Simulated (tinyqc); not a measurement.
# Changing the carrier density N

Model: single-oscillator infrared dielectric function of a polar cubic crystal. Computed by tinyqc, a small Python program. Command: `OMP_NUM_THREADS=1 python tinyqc.py 3013530 3013531 out.jsonl infrared sweep`. One thread of a shared host (Intel(R) Xeon(R) Processor @ 2.30GHz), about 0.01 s of CPU time with the checks.

One ion pair, charges +Z* and -Z*, in a cell of volume Omega = a^3/4. Frequencies omega are given as wavenumbers (1/cm); eps_s is the static dielectric constant.

Inputs (values chosen for the exercise, modelled on indium phosphide): lattice constant a = 5.869 angstrom; mass M_A = 114.82 u; mass M_B = 30.97 u; omega_TO = 307 1/cm; Born charge Z* = 2.46 e; eps_inf = 9.44; phonon damping gamma = 3.1 1/cm; probe frequency / omega_TO = 1.44; carrier mass m* = 0.08 m_0; carrier mobility = 720 cm^2/(V s).

Structure: zinc blende. Free carriers: present.

Constants: nu for 1 eV/(angstrom^2 u) = 15.6333042 THz; 1 THz = 33.35640952 1/cm; e^2/(4 pi eps_0) = 14.39964548 eV angstrom; e = 1.602176634e-19 C; eps_0 = 8.8541878128e-12 F/m; m_0 = 9.1093837015e-31 kg; c = 299792458 m/s.

Method:
- mu = M_A M_B/(M_A + M_B); ionic plasma term W^2 = 4 pi Z*^2 (e^2/(4 pi eps_0))/(Omega mu) in eV/(angstrom^2 u), turned into 1/cm by W = 15.6333042 x 33.35640952 x sqrt(W^2); omega_LO^2 = omega_TO^2 + W^2/eps_inf; eps_s = eps_inf + W^2/omega_TO^2; Szigeti charge 3 Z*/(eps_inf + 2); longitudinal (Callen) charge Z*/eps_inf.
- omega_p^2 = N e^2/(eps_0 eps_inf m*), gamma_p = e/(m* x mobility), both divided by 2 pi c (c in cm/s) to give 1/cm. m* is held constant, though in narrow-gap crystals it rises with N at high doping.
- Without damping eps(omega) = 0 gives omega^4 - (omega_LO^2 + omega_p^2) omega^2 + omega_p^2 omega_TO^2 = 0, with roots L- and L+.
- eps(omega) = eps_inf + W^2/(omega_TO^2 - omega^2 - i gamma omega) - eps_inf omega_p^2/(omega^2 + i gamma_p omega); n + i k = sqrt(eps) with k >= 0; R = |(n + i k - 1)/(n + i k + 1)|^2 at normal incidence from vacuum.
- omega is the probe ratio times omega_TO. Intensity decays over 1/(4 pi omega k); the loss function is Im(-1/eps).

One run for each value:
```
carrier density N (1/cm^3)  lower coupled mode L- (1/cm)  upper coupled mode L+ (1/cm)  omega_p (1/cm)  reflectivity R
1.00e+16                                           30.53                         346.5            34.5         0.20385
2.80e+16                                           50.99                         347.2            57.7         0.20152
8.00e+16                                           85.68                         349.3            97.5         0.19468
2.20e+17                                          139.53                         355.7           161.6         0.17566
6.30e+17                                          219.38                         382.8           273.5         0.11854
1.80e+18                                          281.41                         504.4           462.4         0.43501
5.00e+18                                          299.49                         789.9           770.6         0.82063
1.40e+19                                          304.53                        1300.0          1289.5         0.91258
4.00e+19                                          306.16                        2185.6          2179.7         0.95145
```

Over the rows, lower coupled mode L- (1/cm) rises from 30.5 to 306 (exponent d ln y / d ln x 0.50 between the first rows and 0.0051 between the last); upper coupled mode L+ (1/cm) rises from 347 to 2190 (exponent d ln y / d ln x 0.0019 between the first rows and 0.49 between the last); omega_p (1/cm) rises from 34.5 to 2180 (exponent d ln y / d ln x about 0.50 throughout). At the low end the exponent of lower coupled mode L- is 0.50, close to 0.50: L- is a plasmon screened by eps_s. At the high end the exponent of lower coupled mode L- is 0.01, close to 0: L- has saturated at omega_TO. At the low end the exponent of upper coupled mode L+ is 0.00, close to 0: L+ is the LO phonon. At the high end the exponent of upper coupled mode L+ is 0.49, close to 0.50: L+ is the plasmon. The exponent of omega_p stays at 0.50: omega_p goes as sqrt(N). The two modes repel each other where omega_p passes omega_LO; their product stays omega_p omega_TO, and L- cannot pass omega_TO = 307 per cm.

Caution (rows 1.00e16, 2.80e16, 8.00e16, 2.20e17): gamma_p is not small against omega_p, so the plasmon is strongly damped and a plasmon-like coupled mode marks no sharp feature.
